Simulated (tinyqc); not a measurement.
Starting guesses with plain Roothaan steps: SCF starting guesses in the 6-31g basis, for H2, spin multiplicity 3. Computed by the program tinyqc with PySCF. 

Geometry (angstrom):
```
atom       x       y       z
H     0.0000  0.0000  0.0000
H     0.0000  0.0000  0.8220
```

lowest solution found by these runs and by PySCF with stability checks = -0.798490 hartree

UHF with one setting changed at a time; a run stops when the energy changes by less than 1e-09 hartree and the error matrix is below 1e-5. Starts: the lowest orbitals of the core Hamiltonian, of the Wolfsberg-Helmholz matrix (K = 1.75), projected atomic densities, random orbitals, and the highest orbitals of the core Hamiltonian (a deliberately bad start).

Largest element of the error matrix X^T (FDS - SDF) X:
```
iteration     core  Wolfsberg-Helmholz  atomic densities   random  highest core orbitals
1          8.4e-02             2.8e-01           2.1e-01  4.8e-01                6.7e-02
2          2.2e-02             9.2e-02           1.6e-02  1.4e-01                5.3e-02
3          5.8e-03             2.8e-02           4.0e-03  3.5e-02                1.4e-02
4          1.5e-03             8.4e-03           1.0e-03  1.1e-02                3.6e-03
5          3.9e-04             2.6e-03           2.7e-04  3.4e-03                1.1e-03
6          1.0e-04             7.7e-04           7.0e-05  1.1e-03                3.4e-04
8          7.0e-06             7.1e-05           4.7e-06  1.6e-04                3.1e-05
10               -             6.4e-06                 -  2.6e-05                2.9e-06
```

How each run ends:
```
run                    iterations  E (hartree)         state
core                            9    -0.798490  lowest found
Wolfsberg-Helmholz             10    -0.798490  lowest found
atomic densities                8    -0.798490  lowest found
random                         12    -0.798490  lowest found
highest core orbitals          10    -0.798490  lowest found
```

5 of 5 runs reach the lowest solution found, in 8 to 12 iterations (fastest: atomic densities). The first errors are 8e-02, 3e-01, 2e-01, 5e-01, 7e-02; the deliberately bad start has the smallest one, so a small first error does not mark a good start.
